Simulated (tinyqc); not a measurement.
# Valence-band offset from core levels (Kraut method), with the dipole against the affinity rule, step by step

Numbers from tinyqc (`OMP_NUM_THREADS=1 python tinyqc.py 2410045 2410046 out.jsonl`; about 0.01 s on one thread of a shared Intel Xeon 2.30GHz). Printed values are rounded.

Binding energies are counted downwards from the Fermi level. dEv > 0 means that the valence edge of B lies below that of A, dEc > 0 that the conduction edge of B lies above that of A; dEc + dEv = EgB - EgA. The spectra are made-up values treated as data.

Parameters, values chosen for the exercise; gaps and affinities close to those of silicon (A) and zirconium oxide (B): gap of the substrate A EgA = 1.12 eV; gap of the overlayer B EgB = 5.71 eV; electron affinity of A chiA = 4.06 eV; electron affinity of B chiB = 2.55 eV; core level of bare A cA = 87.64 eV; core level of thick B cB = 96.54 eV; valence-band maximum of thick B vB = 3.38 eV; relative permittivity inside the dipole layer ei = 5; thickness of the dipole layer dd = 0.22 nm; core level of A under a thin film of B iA = 87.48 eV; core level of B in that thin film iB = 96.24 eV; background counts in the gap bg = 67.

Constants: q = 1.602176634e-19 C, eps0 = 8.8541878128e-14 F/cm where lengths are in cm. Results are converted to the units shown.

## Valence-band maximum of bare A

```
point  binding energy (eV)  counts on the leading edge
0                     0.78                         294
1                      0.9                         404
2                     1.02                         513
3                     1.14                         622
4                     1.26                         731
5                     1.38                         840
```

Fit a straight line to the leading edge by least squares; the maximum vA lies where it meets the background.

slope = 909.524 counts/eV
intercept = -414.952 counts
vA = 0.529895 eV

## Offsets

dEv = (iB - iA) - (cB - vB) + (cA - vA), dEc = EgB - EgA - dEv.

cA - vA = 87.1101 eV
cB - vB = 93.16 eV
iB - iA = 8.76 eV
dEv = 2.71010 eV
dEc = 1.87990 eV

The alignment is type I (straddling). Both offsets exceed 1 eV, the usual requirement for a gate dielectric. A rigid shift of all levels, by charging or doping, cancels in the differences.

## Interface dipole

The affinity rule gives dEc(0) = chiA - chiB; the dipole step is D = dEc - dEc(0), and two sheets of opposite charge dd apart hold N = eps0 ei |D|/(q dd).

dEc(0) = 1.51 eV
D = 0.369895 eV
N = 4.64584e13 cm^-2
field in the dipole layer = 16.8134 MV/cm

N is 0.066 elementary charges for each of about 7e14 surface atoms per cm^2.
